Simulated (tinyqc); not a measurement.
From drift mobility mu back to acoustic deformation potential D_A: mobility of a non-polar semiconductor in the relaxation-time approximation. Computed by tinyqc, a small Python program. Command: `OMP_NUM_THREADS=1 python tinyqc.py 3010243 3010244 out.jsonl rta inv`. One thread of a shared host (Intel(R) Xeon(R) Processor @ 2.30GHz), about 0.03 s of CPU time with the checks.

Each valley is treated as a sphere of mass m_d for states and rates, with one isotropic relaxation time; the conductivity mass m_c sets the current.

Inputs (values chosen for the exercise, modelled on holes in silicon): longitudinal mass m_l = 0.486 m_0; transverse mass m_t = 0.486 m_0; equivalent valleys Z = 1; static permittivity eps_s = 11.7; density rho = 2329 kg/m^3; sound velocity v_l = 9140 m/s; phonon energy hbar w = 61.9 meV; optical or intervalley deformation potential D_o = 9.7 1e8 eV/cm; final valleys Z_f = 1; carrier density n = 6.2e+15 1/cm^3; compensation ratio C = 0.15; temperature T = 250 K; neutral impurity density N_n = 8.5e+16 1/cm^3.

Band: parabolic. Impurity formula: Conwell-Weisskopf. Further scattering: neutral impurities.

Constants: k_B = 8.617333262e-05 eV/K; m_0 = 9.1093837015e-31 kg; e = 1.602176634e-19 C; hbar = 1.054571817e-34 J s; eps_0 = 8.8541878128e-12 F/m; k_B = 1.380649e-23 J/K; hbar = 6.582119569e-16 eV s.

Method:
- m_d = (m_l m_t^2)^(1/3); 1/m_c = (1/m_l + 2/m_t)/3; Hall mass factor A = 3 K_m (K_m + 2)/(2 K_m + 1)^2, K_m = m_l/m_t; N_I = n (1 + C)/(1 - C).
- Parabolic band: E = hbar^2 k^2/(2 m), speed v = hbar k/m, states per spin, volume and energy g(E) = m k/(2 pi^2 hbar^2). Here m = m_d. Masses are multiplied by m_0 and all formulas are in SI units.
- The reduced Fermi level eta = E_F/(k_B T) solves n = 2 Z int g f dE with f = 1/(1 + exp(x - eta)) (Z = 1 unless valleys are given); screening length L_s = sqrt(eps_s eps_0 k_B T/(e^2 dn/deta)), dn/deta = 2 Z int g f (1 - f) dE.
- Integrals over x = E/(k_B T) use 160 Gauss-Legendre points in u = sqrt(x) from 0 to sqrt(max(eta, 0) + 32).
- Phonon occupation N_q = 1/(exp(hbar w/(k_B T)) - 1).
- Acoustic deformation potential (elastic, equipartition, absorption and emission together): 1/tau = 2 pi k_B T D_A^2 g(E)/(hbar rho v_l^2).
- Optical or intervalley deformation potential: 1/tau = (pi Z_f D_o^2/(rho w)) [N_q g(E + hbar w) + (N_q + 1) g(E - hbar w)], with g = 0 below the band edge.
- Each optical term is multiplied by (1 - f(E'))/(1 - f(E)), E' the final energy, for Pauli blocking.
- Singly charged impurities, momentum relaxation: 1/tau = N_I e^4 m (1 + 2 alpha E) Phi/(8 pi (eps_s eps_0)^2 hbar^3 k^3), with alpha = 0 for a parabolic band.
- Conwell-Weisskopf: Phi = ln(1 + y^2), y = 4 pi eps_s eps_0 E N_I^(-1/3)/e^2 (largest impact parameter N_I^(-1/3)/2).
- Neutral impurities (Erginsoy): 1/tau = 20 N_n a_B hbar/m, a_B = 4 pi eps_s eps_0 hbar^2/(m e^2).
- mu = (m_d/m_c) (2 Z e/(3 n k_B T)) int g v^2 tau f (1 - f) dE.
- Averages over x are split at the emission threshold x_0 = hbar w/(k_B T): 64 Gauss-Legendre points in sqrt(x) below it and 128 in sqrt(x - x_0) above it, up to x = max(eta, 0) + 32.
- Rates are added at each energy before the average. With <y> = int g v^2 y f (1 - f) dE: Hall factor r_H = A (3 n k_B T/(2 Z m_d)) <tau^2/(1 + 2 alpha E)>/<tau>^2 (alpha = 0 for a parabolic band); Hall mobility r_H mu; |S| = (k_B/e) (<x tau>/<tau> - eta); resistivity 1/(n e mu).

Task: A run gave the result below. Find the acoustic deformation potential D_A, known to lie between 3.9 and 9 eV.

drift mobility mu = 1144.159 cm^2/(V s)

Result:

Each step takes the trial c = (a f_b - b f_a)/(f_b - f_a), f being the result less the target and a, b, c the logarithms of the listed values; c replaces end b, the old b replaces a if the sign of f changed, and otherwise f_a is halved.

Scan of the range:
```
acoustic deformation potential D_A (eV)  drift mobility mu (cm^2/(V s))
3.90                                                            1645.22
4.48                                                            1504.43
5.15                                                            1352.76
5.92                                                            1195.65
6.81                                                            1037.62
7.83                                                             885.35
9.00                                                             743.19
```

False position (Illinois rule, in the logarithm of the input) inside the bracket:
```
step    end a    end b    trial  drift mobility mu (cm^2/(V s))
1     5.92000  6.81000  6.19639                         1143.90
2     5.92000  6.19639  6.19362                         1144.41
3     6.19639  6.19362  6.19500                         1144.16
4     6.19362  6.19500  6.19500                         1144.16
```

Drift mobility mu falls at every point of a 13-point scan of the range (every second point is shown), so one value fits; it is bracketed by 5.92 and 6.81. Answer: acoustic deformation potential D_A = 6.195 eV.

Caution: Erginsoy's formula holds for k a_B below about 0.5 and for dopants that stay neutral, which means low temperature; elsewhere it is only a rough constant rate.
